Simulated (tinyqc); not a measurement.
The same layer on three faces: model-solid line-up of a strained alloy layer on a substrate.

All values of the alloy are linear in x but the gap, Eg(x) = (1 - x) Eg_A + x Eg_B - C x (1 - x), and the valence edge, Ev(x) = (1 - x) Ev_A + x Ev_B + fv C x (1 - x); Ec = Ev + Eg. Ev is the top of the unstrained valence band on a scale common to all materials. In the layer only the Gamma valley of the conduction band is followed, also where an X or L valley would lie lower.

Coherent growth: e_par = (a_s - a)/a. (001): e_perp = -2 (C12/C11) e_par; exx = eyy = e_par, ezz = e_perp, no shear. (111): e_perp = -(2 C11 + 4 C12 - 4 C44)/(C11 + 2 C12 + 4 C44) e_par; exx = eyy = ezz = (2 e_par + e_perp)/3 and exy = eyz = ezx = (e_perp - e_par)/3. (110): e_perp = -(C11 + 3 C12 - 2 C44)/(C11 + C12 + 2 C44) e_par; exx = eyy = (e_par + e_perp)/2, ezz = e_par, exy = (e_perp - e_par)/2, eyz = ezx = 0.

Strained edges: Ec + ac tr(e); the valence edges are Ev plus the levels of the 6 x 6 matrix of X, Y, Z times spin with -Dso/3 + l exx + m (eyy + ezz) on the diagonal (cyclic), n exy off it, l = av + 2 b, m = av - b, n = sqrt(3) d. Spin-orbit term (Dso/3) L.sigma on X, Y, Z with (L_k)_ij = -i epsilon_kij: <X+|H|Y+> = -i Dso/3, <X+|H|Z-> = Dso/3, <Y+|H|Z-> = -i Dso/3, <Z+|H|X-> = -Dso/3, <Z+|H|Y-> = i Dso/3, <X-|H|Y-> = i Dso/3, and their conjugates; + and - are the spin along z.

Parameters, chosen for this exercise (A near InAs, B near InSb, substrate near GaSb; not measured data): a = (6.065, 6.473) angstrom (lattice constant of A, B); Eg = (0.42, 0.235) eV (gap at Gamma to the s-like level of A, B); Dso = (0.39, 0.811) eV (spin-orbit splitting of A, B); Ev = (-0.6, 0) eV (top of the unstrained valence band of A, B); ac = (-5.02, -6.88) eV (conduction deformation potential of A, B); av = (0.99, 0.36) eV (valence hydrostatic potential of A, B); b = (-1.8, -1.97) eV (tetragonal shear potential of A, B); d = (-3.61, -4.67) eV (trigonal shear potential of A, B); C11 = (84.3, 68) GPa (of A, B); C12 = (45, 37.1) GPa (of A, B); C44 = (40.1, 30.7) GPa (of A, B); C = 0.743 eV (bowing of the gap); fv = 0.7 (share of the bowing taken by the valence edge); a_s = 6.092 angstrom (substrate); x = 0.5 (fraction of B).

Composition and substrate are kept.

Results:
```
face,e_perp (%),tr(e) (%),shift of Ec (meV),shift of Ev (meV),valence splitting (meV),gap (eV)
(001),3.044,-2.603,154.9,93.0,175.5,0.2036
(111),1.647,-4.000,238.0,79.9,171.1,0.2999
(110),1.930,-3.717,221.2,83.8,174.5,0.2791
```

The layer yields most along the normal on (001) and least on (111), so the volume change, and with it the shift of Ec, is largest on (111). The valence splitting, set by b on (001), by d on (111) and by both on (110), is largest on (001). The gaps span 96 meV, from (001) to (111).

Program tinyqc; command `OMP_NUM_THREADS=1 python tinyqc.py 1081575 1081576 out.jsonl`; about 0.01 s on one thread of a shared Intel(R) Xeon(R) Processor @ 2.30GHz.
